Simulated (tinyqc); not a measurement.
What each input does: propagation of a band-gap error through k.p and effective-mass formulas.

Chain, for a gap E (the reference Eg or another value), with Ep and Dso kept: 1/me = 1 + Ep (E + 2 Dso/3)/(E (E + Dso)); g* = 2 - 2 Ep Dso/(3 E (E + Dso)); g1(E) = g1 + (Ep/3)(1/E - 1/Eg), g2(E) = g2 + (Ep/6)(1/E - 1/Eg), light hole 1/(g1 + 2 g2), heavy hole 1/(g1 - 2 g2) along [100]; optical constant ei(E) = 1 + (ei - 1)(EP/(EP + E - Eg))^2, static e0(E) = ei(E) + e0 - ei.

Donor: R = Ry me/e0^2, a_B = a0 e0/me, Mott density (0.26/a_B)^3. Nc, Nv = 2 (m kT/(4 pi c))^(3/2), c = hbar^2/2m0, ni = sqrt(Nc Nv) exp(-E/2kT). Exciton: Ry mu/e0^2 with 1/mu = 1/me + g1(E). 1 angstrom^-3 = 1e24 cm^-3.

Constants: Ry = 13.60569312 eV; a0 (Bohr radius) = 0.5291772105 angstrom; kB = 8.617333262e-05 eV/K; hbar^2/2m0 = 3.80998211 eV angstrom^2.

Inputs chosen for the exercise (reference values near those of InP, gap at low temperature; shifted at random, so the results belong to these values and not to a real crystal): Eg = 1.431 eV (gap at Gamma to the s-like level); Dso = 0.106 eV (spin-orbit splitting); Ep = 20.5 eV (Kane energy); g1 = 5.1 (Luttinger gamma1); g2 = 1.61 (gamma2); e0 = 12.49 (static dielectric constant); ei = 9.56 (optical dielectric constant); EP = 5.19 eV (mean (Penn) gap); mh = 0.39 m0 (density-of-states mass of the holes); T = 300 K (temperature); Eg2 = 3.649 eV (a wrong gap, of the size a hybrid with far too much exact exchange can give).

All at E = Eg2. Each row changes one parameter from the base and keeps the others.

Results:
```
case            me (m0)  light hole (m0)    e0  donor (meV)  exciton (meV)  log10 ni
base             0.1523           0.3976  8.13       31.343         23.483   -12.170
Eg2 = 3.357 eV   0.1420           0.3520  8.48       26.837         20.102    -9.741
Dso = 0.114 eV   0.1524           0.3976  8.13       31.361         23.493   -12.170
Ep = 22.14 eV    0.1426           0.4877  8.13       29.352         22.925   -12.192
g1 = 4.692       0.1523           0.4746  8.13       31.343         24.629   -12.170
EP = 4.775 eV    0.1523           0.3976  7.92       33.030         24.747   -12.170
ei = 8.795       0.1523           0.3976  8.52       28.543         21.385   -12.170
mh = 0.359 m0    0.1523           0.3976  8.13       31.343         23.483   -12.197
T = 324 K        0.1523           0.3976  8.13       31.343         23.483    -9.850
```

The largest shifts from the base row, up to three for each result and ties (the steps differ in size, so this ranks the rows, not the parameters). me (m0): Eg2 -0.0104, Ep -0.0097, Dso +0.0001; unchanged at the printed digits by g1, EP, ei, mh and T. light hole (m0): Ep +0.0901, g1 +0.0770, Eg2 -0.0456; unchanged at the printed digits by Dso, EP, ei, mh and T. e0: ei +0.39, Eg2 +0.35, EP -0.21; unchanged at the printed digits by Dso, Ep, g1, mh and T. donor (meV): Eg2 -4.505, ei -2.800, Ep -1.990; unchanged at the printed digits by g1, mh and T. exciton (meV): Eg2 -3.381, ei -2.098, EP +1.264; unchanged at the printed digits by mh and T. log10 ni: Eg2 +2.430, T +2.321, mh -0.027; unchanged at the printed digits by Dso, g1, EP and ei.

Program tinyqc; command `OMP_NUM_THREADS=1 python tinyqc.py 1850198 1850199 out.jsonl`; about 0.01 s on one thread of a shared Intel(R) Xeon(R) Processor @ 2.30GHz.
